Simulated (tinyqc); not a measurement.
A log to judge: velocity overshoot from momentum and energy balance equations after a field step. Computed by tinyqc. Command: `OMP_NUM_THREADS=1 python tinyqc.py 3006652 3006653 out.jsonl overshoot walk`. One thread of a shared host (Intel(R) Xeon(R) Processor @ 2.30GHz), about 0.03 s of CPU time with the checks.

At t = 0 the field jumps from 0 to F in a uniform sample. v is the drift velocity and u = w - (3/2) k_B T the excess energy per carrier.

Inputs (values chosen for the exercise, modelled on holes in silicon except for tau_E):
```
quantity,value,unit
effective mass m,0.39,m_0
low-field mobility mu_0,450,cm^2/(V s)
saturation velocity v_s,0.89,1e7 cm/s
energy relaxation time tau_E,0.26,ps
field after the step F,120,kV/cm
lattice temperature T,300,K
time step dt,52,fs
```

Scheme: explicit Euler.

Constants: m_0 = 9.1093837015e-31 kg; e = 1.602176634e-19 C; k_B = 8.617333262e-05 eV/K.

Method:
- dv/dt = e F/m - v/tau_m(u), du/dt = e F v - u/tau_E, tau_m(u) = tau_0/(1 + c u), tau_0 = m mu_0/e, c = mu_0/(e tau_E v_s^2); this choice gives the steady state v (1 + mu_0 F v/v_s^2) = mu_0 F, which saturates at v_s. Steady velocity v = 2 mu_0 F/(1 + sqrt(1 + 4 (mu_0 F/v_s)^2)); u = e F v tau_E; carrier temperature T + 2u/(3 k_B), neglecting the drift energy m v^2/2.
- Step: v_new = v + dt (e F/m - v/tau_m(u)), u_new = u + dt (e F v - u/tau_E). Start v = u = 0; the distance adds dt (v + v_new)/2.
- Run to 8 times the larger of tau_E and tau_0, but at most 20001 steps, and stop early if |v| > 1000 v_s or u < -1/(2c); the run is accepted if the last v is within 0.5 % of the steady value.

Selected steps, the peak among them:
```
step,t (fs),v (1e7 cm/s),u (eV),distance (nm)
1,52,2.81411e+00,0.0000,7.31669e+00
2,104,4.16170e+00,0.1756,2.54538e+01
3,156,-3.51452e+00,0.4002,2.71365e+01
4,208,1.71458e+01,0.1008,6.25778e+01
5,260,-8.66124e+00,1.1506,8.46376e+01
6,312,1.12141e+02,0.3800,3.53684e+02
8,416,3.54412e+04,-20.9100,9.05631e+04
```

Can the last value be used, and what does the course show?

No. The run fails. Linearised at the steady state the two equations have the rates -0.0623 and -0.0075 per fs; the explicit step is stable only for dt < 2 |Re|/|rate|^2 = 32.1 fs, against dt = 52 fs. Reruns converge with time step dt = 5.2; or with scheme = implicit in the damping.
